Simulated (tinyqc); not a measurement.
One-dimensional ballistic tunnel FET, two-band WKB: one step of the calculation.

A p-type source for x < 0 with its Fermi level at 0 and its valence edge at ds; in the channel the bands fall as D exp(-x/lam) towards their flat values, with the conduction edge at Ec = ds - dP and D = dP + Eg. The gate moves dP one to one. The drain Fermi level lies at -Vd and the drain side reflects nothing. For w = E - Ec between 0 and dP an electron crosses the gap. Two-band dispersion with equal masses m: inside the gap kappa = sqrt(m u (1 - u/Eg)/C), u the distance from a band edge, C = hbar^2/(2 m0).

Problem. Current on a coarse grid. S(w) = 2 lam int_0^Eg kappa(u) du/(w + Eg - u) = 2 pi lam sqrt(m/(C Eg)) [w + Eg/2 - sqrt(w (w + Eg))], T(w) = exp(-S). I = g (2 q^2/h) int_0^dP T(w) [f(E) - f(E + Vd)] dw, E = ds - dP + w, f(x) = 1/(1 + exp(x/Vt)). Simpson's rule on nE equally spaced points.

Parameters, values chosen for the exercise; band and dielectric values close to those of indium arsenide:
- T = 350 K (temperature)
- Eg = 0.353 eV (band gap)
- m = 0.025 m0 (band-edge mass of the two-band model)
- lam = 3.2 nm (screening length of the source junction)
- ds = 0.15 eV (source valence edge above the source Fermi level)
- Vd = 0.1 V (drain bias)
- g = 1 (number of degenerate subbands (spin apart))
- dP = 0.27 eV (tunnelling window Ev(source) - Ec(channel))
- nE = 13 (points of the energy grid)

Constants: q = 1.602176634e-19 C, kB = 1.380649e-23 J/K, hbar = 1.054571817e-34 J s, h = 6.62607015e-34 J s, m0 = 9.1093837015e-31 kg, Vt = kB T/q, hbar^2/(2 m0) = 0.0380998212 eV nm^2. Results are converted to the units shown.

Find: w; T(w); difference of the f; I.

Solution.

```
point  w (eV)      T(w)  difference of the f
0      0.0000  0.007920               0.3217
1      0.0225   0.05311               0.4828
2      0.0450   0.09042               0.6193
3      0.0675    0.1261               0.6793
4      0.0900    0.1601               0.6406
5      0.1125    0.1922               0.5174
6      0.1350    0.2225               0.3566
7      0.1575    0.2509               0.2135
8      0.1800    0.2775               0.1154
9      0.2025    0.3026              0.05857
10     0.2250    0.3261              0.02873
11     0.2475    0.3482              0.01385
12     0.2700    0.3690             0.006621
```

I = 0.9943 uA

Range of the model: Where S is below about 2 the WKB prefactor of 1 is a rough guess.

Numbers from tinyqc (`OMP_NUM_THREADS=1 python tinyqc.py 2620083 2620084 out.jsonl`; about 0.01 s on one thread of a shared Intel Xeon 2.30GHz).
